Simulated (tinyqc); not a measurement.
# Estimate of lattice thermal conductivity from elastic moduli (Slack, Klemens and Cahill formulas), step by step

A worked calculation. Computed by tinyqc, a small Python program that keeps every step. Command: `OMP_NUM_THREADS=1 python tinyqc.py 3006942 3006943 out.jsonl slack walk`. One thread of a shared host (Intel(R) Xeon(R) Processor @ 2.30GHz), about 0.01 s of CPU time with the checks. Intermediate numbers are printed to about 5 digits and carried at full precision; extremes and crossings named in words are read from the listed rows.

An isotropic solid.

Inputs (values chosen for the exercise, for a model crystal): bulk modulus B = 35.3 GPa; shear modulus G = 19.5 GPa; volume per atom V = 34.7 angstrom^3; mean atomic mass M = 97.4 u; atoms per primitive cell n = 2; volume expansion coefficient alpha_V = 56 ppm/K; temperature T = 900 K; disorder parameter Gamma = 0.00013; grain size d = 35 nm.

Grueneisen parameter: from thermal expansion.

Constants: u = 1.6605390666e-27 kg; hbar = 1.054571817e-34 J s; k_B = 1.380649e-23 J/K; h = 6.62607015e-34 J s.

## Velocities, Poisson ratio and Debye temperature

rho = M/V; vL = sqrt((B + 4G/3)/rho), vT = sqrt(G/rho); v_m = [(vL^-3 + 2 vT^-3)/3]^(-1/3); Poisson ratio sigma = (3B - 2G)/(6B + 2G); Theta = hbar v_m (6 pi^2/V)^(1/3)/k_B.

density rho = 4661.0 kg/m^3

vL = 3626.5 m/s

vT = 2045.4 m/s

v_m = 2275.3 m/s

Poisson ratio sigma = 0.26675

Debye temperature Theta = 207.68 K

## Grueneisen parameter

gamma = alpha_V B V/(3 k_B), with the classical heat capacity 3 k_B per atom.

Grueneisen parameter gamma = 1.6561

## Conductivity of the perfect crystal

Slack, an estimate for T near or above Theta_a: kappa = A M Theta_a^3 delta n^(1/3)/(gamma^2 T) in W/(m K), with M in u, delta = V^(1/3) in angstrom, Theta_a = Theta n^(-1/3) and A = 2.43e-6/(1 - 0.514/gamma + 0.228/gamma^2).

acoustic Debye temperature Theta_a = 164.84 K

A = 3.1446e-06

kappa of the perfect crystal = 2.2839 W/(m K)

## Point defects and grains

High-temperature forms with the classical heat capacity. Klemens: kappa/kappa_0 = arctan(u)/u, u^2 = pi^2 Theta V Gamma kappa_0/(h v_m^2). Grains: 1/kappa_poly = 1/kappa + 1/(C v_m d/3), C = 3 k_B/(n V), the acoustic branches alone.

disorder scale u = 0.078462

kappa with point defects = 2.2792 W/(m K)

grain-boundary limit = 15.843 W/(m K)

kappa of the polycrystal = 1.9926 W/(m K)

For small u the loss is about u^2/3 = 0.002. Grains remove a further 13 %.

## Minimum conductivity

Cahill minimum: kappa_min = (pi/6)^(1/3) k_B V^(-2/3) sum over L, T, T of v (T/Theta_i)^2 int_0^(Theta_i/T) x^3 e^x/(e^x - 1)^2 dx, Theta_i = Theta v_i/v_m (64 Gauss-Legendre points). Its high-temperature limit is (1/2) (pi/6)^(1/3) k_B V^(-2/3) (vL + 2 vT).

kappa_min = 0.40217 W/(m K)

its high-temperature limit = 0.40361 W/(m K)

kappa_poly/kappa_min = 4.9545

## All estimates against temperature

The formulas are those given above.

Kappa (W/(m K)):
```
T (K)  perfect crystal  with point defects  polycrystal  minimum
200             10.277              10.184       6.1991  0.37624
300              6.852               6.810       4.7627  0.39096
400              5.139               5.115       3.8667  0.39640
550              3.737               3.725       3.0157  0.39976
750              2.741               2.734       2.3316  0.40153
1000             2.055               2.052       1.8165  0.40244
1300             1.581               1.579       1.4358  0.40292
1700             1.209               1.208       1.1222  0.40321
```

The perfect crystal follows 1/T. With point defects the exponent runs from -0.99 to -1.00 (the strong-disorder limit is -1/2), and with grains from -0.65 to -0.92. At the highest T it is still 2.8 times the minimum.

Checks made by the program: arctan(u)/u against the Debye integral of 1/(1 + u^2 y^2) (relative difference below 1e-10).
